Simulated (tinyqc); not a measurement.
Scale length and barrier from the threshold roll-off.

Inverse problem. For L well above Lambda the threshold falls by 2 m sqrt(A (A + Vds)) exp(-pi L/(2 Lambda)), A being the height of the source potential over the barrier top; the two values follow this form. Find Lambda and A.

Parameters, values chosen for the exercise: long-channel body factor m = 1; drain voltage Vds = 0.5 V.

threshold lowering at L = 21 and 34 nm (mV): 62.459366  9.0539724

Answer. The ratio of the two values gives Lambda; the prefactor gives A (A + Vds), a quadratic with one positive root.

Lambda = 10.57 nm
A = 0.5000 V

Numbers from tinyqc (`OMP_NUM_THREADS=1 python tinyqc.py 2420117 2420118 out.jsonl`; about 0.01 s on one thread of a shared Intel Xeon 2.30GHz).
